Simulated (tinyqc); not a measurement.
# Line constants from open and short measurements

Problem. A uniform line of length len, under a quarter wavelength, has Z_open = Zc coth(gamma len) and Z_short = Zc tanh(gamma len); gamma Zc = r + i w l and gamma/Zc = g + i w c, w = 2 pi f. Find r, l and c.

Values chosen for this exercise:
```
symbol  value  unit    meaning
len       3.4    mm     length
f           2   GHz  frequency
```

Zin with the far end open = 79.42013-301.63651i ohm
Zin with the far end shorted = 224.02144-39.16434i ohm

Answer. The product of the two impedances is Zc^2 and their ratio tanh^2(gamma len); the principal branch holds below a quarter wavelength.

r = 68.45 ohm/mm
l = 0.4333 nH/mm
c = 77.03 pF/m

Computed by the program tinyqc: `OMP_NUM_THREADS=1 python tinyqc.py 2810107 2810108 out.jsonl`, one thread of a shared Intel Xeon 2.30GHz, about 0.01 s for the whole run.
